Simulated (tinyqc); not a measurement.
Image-sensor pixel with a pinned photodiode, signal and noise: one step of the calculation.

A buried n layer between a heavily doped p+ surface layer and a p layer is emptied into a floating diffusion, read through a source follower with correlated double sampling (reset noise cancelled). One-dimensional abrupt junctions; no blooming, lag or crosstalk.

Problem. Noise budget. Signal S = QE Ph; variance = S + dark rate x ti + (read noise)^2 + (pr S)^2; SNR = 20 log10(S/noise); dynamic range 20 log10(FW/noise at S = 0).

Parameters, values chosen for the exercise; material values close to those of silicon:
```
symbol,value,unit,meaning
pr,1.1,%,gain non-uniformity
ti,5,ms,exposure
Ph,3300,,photons on the photodiode per exposure
```

QE = 0.028113542
generation rate = 1.3943302 electrons/s
diffusion rate = 0.0053309496 electrons/s
read noise = 0.31047879 electrons
FW = 2536.4936 electrons

Wanted: S; variances; noise; SNR; dynamic range.

Solution.

S = 92.775 electrons
variances (electrons^2): photon shot 92.775, dark shot 0.0069983, read 0.096397, non-uniformity 1.0415
noise = 9.6912 electrons
SNR = 19.621 dB
dynamic range = 77.940 dB

The largest part, 98.8 % of the variance, is photon shot noise.

tinyqc, about 0.01 s, one thread, Intel Xeon 2.30GHz (shared host): `OMP_NUM_THREADS=1 python tinyqc.py 2630007 2630008 out.jsonl`
